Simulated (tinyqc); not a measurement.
# From rate at the outlet over rate at the inlet back to total pressure p

Model: chemical vapour deposition: Grove model, boundary layer, depletion and step coverage. Computed by tinyqc, a small Python program. Command: `OMP_NUM_THREADS=1 python tinyqc.py 3029463 3029464 out.jsonl cvd inv`. One thread of a shared host (Intel(R) Xeon(R) Processor @ 2.30GHz), about 0.04 s of CPU time with the checks.

A precursor diffuses to the surface and reacts there at first order; each molecule that reacts adds one formula unit of film.

Inputs (values chosen for the exercise, close to those used for polysilicon from silane):

| quantity | value | unit |
|---|---|---|
| prefactor k0 of k_s | 7.4e+09 | cm/s |
| activation energy E | 1.66 | eV |
| temperature T | 590 | C |
| mole fraction of the precursor Y | 0.014 | - |
| gas diffusivity D0 at 273.15 K and 760 torr | 0.29 | cm^2/s |
| film density N | 5e+22 | formula units/cm^3 |
| precursor mass M | 32 | u |
| gas velocity U | 19 | cm/s |
| kinematic viscosity nu0 at 273.15 K and 760 torr | 0.21 | cm^2/s |
| susceptor length L | 30 | cm |
| channel height b | 4.1 | cm |

Reactor: horizontal, atmospheric.

Constants: k_B = 1.380649e-23 J/K; u = 1.6605390666e-27 kg; k_B = 8.617333262e-05 eV/K.

Method:
- k_s = k0 exp(-E/(k_B T)); C_g = Y p/(k_B T), 1 torr = 133.322 Pa; D = D0 (T/273.15)^1.75 (760/p).
- Temperatures in kelvin are T(C) + 273.15.
- Mean speed c = sqrt(8 k_B T/(pi M)); reactive sticking probability beta = 4 k_s/c.
- nu = nu0 (T/273.15)^1.75 (760/p); Re = U L/nu; mean boundary layer delta = (2/3) L/sqrt(Re), at most b/2; h_g = D/delta.
- Fluxes in series: C_s = C_g/(1 + k_s/h_g); growth rate G = k_s h_g/(k_s + h_g) C_g/N; 1 cm/s = 6e8 nm/min.
- Plug flow: U b dC/dx = -k_eff C with k_eff = k_s h_g/(k_s + h_g), so C falls as exp(-k_eff x/(U b)); the used share of the precursor is 1 - C(L)/C(0).

Problem. A run gave the result below. Find the total pressure p, known to lie between 500 and 1100 torr.

rate at the outlet over rate at the inlet = 0.7158873

Solution.

Each step takes the trial c = (a f_b - b f_a)/(f_b - f_a), f being the result less the target and a, b, c the logarithms of the listed values; c replaces end b, the old b replaces a if the sign of f changed, and otherwise f_a is halved.

Scan of the range:

| total pressure p (torr) | rate at the outlet over rate at the inlet |
|---|---|
| 500 | 0.694877 |
| 570 | 0.701100 |
| 650 | 0.707490 |
| 742 | 0.714073 |
| 846 | 0.720729 |
| 965 | 0.727529 |
| 1100 | 0.734402 |

False position (Illinois rule, in the logarithm of the input) inside the bracket:

| step | end a | end b | trial | rate at the outlet over rate at the inlet |
|---|---|---|---|---|
| 1 | 742.000 | 846.000 | 769.008 | 0.715875 |
| 2 | 846.000 | 769.008 | 769.199 | 0.715887 |
| 3 | 846.000 | 769.199 | 769.201 | 0.715887 |
| 4 | 769.199 | 769.201 | 769.200 | 0.715887 |

Rate at the outlet over rate at the inlet rises at every point of a 13-point scan of the range (every second point is shown), so one value fits; it is bracketed by 742 and 846. Answer: total pressure p = 769.2 torr.
